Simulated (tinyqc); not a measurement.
Trench capacitor in an array: capacitance, non-linearity, leakage and relaxation: one step of the calculation.

A film between two metal electrodes, each interface adding a series capacitance ci. The small-signal permittivity is ek (1 + aq E^2); the field is found with the linear permittivity. Leakage J = J0 sinh(E/Ef). After a voltage step the film passes a relaxation current kr C V tt^(-nr), tt being the time in seconds. The sidewall is a coaxial capacitor with radii a = dm/2 - t and b = dm/2, depth AR dm; the end face is left out.

Question. Cell capacitance, fields and time constant. Per length 1/c = ln(b/a)/(2 pi eps0 ek) + (1/a + 1/b)/(2 pi ci); cell capacitance c AR dm; per footprint over pt^2; fields c V/(2 pi eps0 ek r) at r = a and b; resistance of the inner electrode rho AR dm/(pi a^2); time constant R C/3 of the distributed line.

Inputs (values chosen for the exercise); permittivity of the order of that of titanium dioxide: relative permittivity of the film ek = 73; film thickness t = 5.9 nm; capacitance of each electrode interface (dead layer and screening) ci = 1000 uF/cm^2; bias V = 1.7 V; diameter of the hole dm = 48 nm; aspect ratio, depth over diameter AR = 20; pitch of the square array pt = 87 nm; resistivity of the inner electrode rho = 1000 uohm cm.

Constants: eps0 = 8.8541878128e-14 F/cm where lengths are in cm. Results are converted to the units shown.

Wanted: a; b; cell capacitance; capacitance per footprint; field at a; field at b; R; R C/3.

Answer.

a = 18.100 nm
b = 24.000 nm
cell capacitance = 13.518 fF
capacitance per footprint = 178.60 uF/cm^2
field at a = 3.2566 MV/cm
field at b = 2.4560 MV/cm
R = 9.3275 kohm
R C/3 = 42.030 ps

The array gives 16.7 times the planar capacitance per footprint; curvature makes the field at the inner electrode 1.15 times the planar value.

tinyqc, about 0.01 s, one thread, Intel Xeon 2.30GHz (shared host): `OMP_NUM_THREADS=1 python tinyqc.py 2102121 2102122 out.jsonl`
